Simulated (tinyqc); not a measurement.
From results to parameters: Hubbard dimer. Computed by the program tinyqc.

Problem. A two-site Hubbard model with two electrons has its ground state at (U - sqrt(U^2 + 16 t^2))/2, the triplet at 0 and the odd ionic singlet at U. Find t, U and the double occupancy per site.

singlet-triplet splitting = 0.167103 eV
gap from the ground state to the ionic odd singlet = 8.907103 eV

Solution. The difference of the two gaps is U and their product is 4 t^2; the double occupancy per site is (1 - U/sqrt(U^2 + 16 t^2))/4.

t, U (eV): 0.6100  8.7400
double occupancy per site = 0.0092
